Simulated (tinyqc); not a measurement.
Charge pumping in an n-channel transistor: two steps of the calculation.

The gate is pulsed from accumulation to inversion and back. Energies E are counted from the intrinsic level; Dit(E) = D0 [1 + b (2 E/Eg)^2]. During each edge the traps near the bands emit their carriers, and those between Eh and Ee recombine once a cycle.

Parameters, values chosen for the exercise; band and dielectric values those of a made-up semiconductor: temperature T = 350 K; band gap Eg = 1.18 eV; conduction-band density of states at 350 K Nc = 4.03e19 cm^-3; valence-band density of states at 350 K Nv = 3.5e19 cm^-3; gate area A = 0.74 um^2; trap density at midgap D0 = 9.2e11 cm^-2 eV^-1; rise of the trap density towards the band edges b = 2; cross-section for electrons sn = 1.1e-16 cm^2; cross-section for holes sp = 2.1e-16 cm^2; thermal velocity at 350 K, one nominal value for electrons and holes vth = 1.9e7 cm/s; Vth - Vfb dV = 0.73 V; pulse height Va = 1.7 V; frequency f = 52000 Hz; rise time tr = 1100 ns; fall time tf = 620 ns.

Constants: q = 1.602176634e-19 C, kB = 1.380649e-23 J/K, Vt = kB T/q. Results are converted to the units shown.

Task 1. Emission levels. ni = sqrt(Nc Nv) exp(-Eg/(2 Vt)), Eg in volts; emission times te = (dV/Va) tf and th = (dV/Va) tr; Ee = -Vt ln(vth sn ni te), Eh = +Vt ln(vth sp ni th).

Wanted: ni; te; th; Ee; Eh.

Result 1.

ni = 1.200e11 cm^-3
te = 266.2 ns
th = 472.4 ns
Ee = 0.2900 eV
Eh = -0.2532 eV

The window covers 46.0 % of the gap.

Task 2. Pumped charge and current. Nit = integral of Dit from Eh to Ee = D0 [Ee - Eh + 4 b (Ee^3 - Eh^3)/(3 Eg^2)], Qcp = q A Nit, Icp = f Qcp.

Ee = 0.28997996 eV
Eh = -0.25318476 eV

Find: Nit; mean Dit; traps pumped a cycle; Icp.

Result 2.

Nit = 5.7127e11 cm^-2
mean Dit = 1.0517e12 cm^-2 eV^-1
traps pumped a cycle = 4227.4
Icp = 35.220 pA

Range of the model: The Fermi levels of inversion and accumulation are taken to lie beyond Ee and Eh, the flat tops to fill all traps, and no geometric current is added.

Program tinyqc, `OMP_NUM_THREADS=1 python tinyqc.py 2030086 2030087 out.jsonl`; Intel Xeon 2.30GHz, shared host, one thread, about 0.01 s.
